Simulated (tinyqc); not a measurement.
Transmission spectrum against simple models: phonon transmission through an interface between two chains by Green functions. Computed by tinyqc, a small Python program. Command: `OMP_NUM_THREADS=1 python tinyqc.py 3012465 3012466 out.jsonl agf walk`. One thread of a shared host (Intel(R) Xeon(R) Processor @ 2.30GHz), about 0.01 s of CPU time with the checks.

Two semi-infinite chains (masses m_1, m_2; springs k_1, k_2), motion along the chain. The central region holds the end atom of each chain and one interlayer atom of mass m_b, joined by springs k_b. lambda = omega^2 in eV/(angstrom^2 u); nu = 15.6333042 THz x sqrt(lambda).

Inputs (values chosen for the exercise, for two model chains):
```
quantity                          value           unit
mass m_1                             25              u
spring k_1                          5.1  eV/angstrom^2
mass m_2                           25.8              u
spring k_2                         2.11  eV/angstrom^2
junction spring k_b               0.873  eV/angstrom^2
interlayer mass m_b                11.2              u
probe frequency / lower band top   0.43              -
```

Atoms in the interlayer: one.

Constants: nu for 1 eV/(angstrom^2 u) = 15.6333042 THz.

Method:
- nu_max = 15.6333042 THz x 2 sqrt(k/m); impedance Z = sqrt(k m); long-wave transmission 4 Z_1 Z_2/(Z_1 + Z_2)^2; the probe frequency is the given share of the lower band top.
- In chain i, sin(q_i a/2) = nu/nu_max,i. An outgoing wave makes the next atom move as exp(i q_i a) times the end atom, so the lead adds the self-energy Sigma_i = -k_i exp(i q_i a) to the force-constant matrix; Gamma_i = -2 Im Sigma_i = 2 k_i sin(q_i a).
- A = lambda M - K - Sigma over the central atoms, with K_ii the sum of the springs at i, K_(i,i+1) = -k_b; G = inverse of A; transmission = Gamma_1 Gamma_2 |G_(first,last)|^2.
- Long-wave value 4 Z_1 Z_2/(Z_1 + Z_2)^2. Continuum estimate, with omega = sqrt(lambda): a slab of impedance Z_b = sqrt(k_b m_b) and phase p = omega x (number of interlayer atoms) x sqrt(m_b/k_b), tau = 4 Z_1 Z_2/[(Z_1 + Z_2)^2 cos^2 p + (Z_b + Z_1 Z_2/Z_b)^2 sin^2 p].

band top of chain 1 = 14.1220 THz

band top of chain 2 = 8.94154 THz

long-wave transmission = 0.956064

Z_1 = 11.2916 sqrt(eV u)/angstrom

Z_2 = 7.37821 sqrt(eV u)/angstrom

Transmission:
```
nu/nu_top  nu (THz)  Green function  long-wave value  continuum estimate
0.05         0.4471         0.90844          0.95606             0.94089
0.15         1.3412         0.66236          0.95606             0.83781
0.25         2.2354         0.45995          0.95606             0.69761
0.35         3.1295         0.35558          0.95606             0.57381
0.45         4.0237         0.32512          0.95606             0.48304
0.55         4.9178         0.37363          0.95606             0.42342
0.65         5.8120         0.60215          0.95606             0.38927
0.75         6.7062         0.91577          0.95606             0.37628
0.85         7.6003         0.18788          0.95606             0.38270
0.92         8.2262         0.04876          0.95606             0.39910
0.98         8.7627         0.01168          0.95606             0.42182
```

The transmission starts at the impedance value 0.956 and vanishes at the lower band top, 8.94 THz, above which chain 2 has no states. It first falls below half of that value at nu/nu_top = 0.25. The continuum estimate is within 0.05 up to nu/nu_top = 0.05; it leaves out dispersion, and it puts the faces of the slab half a spring from its outer atoms.
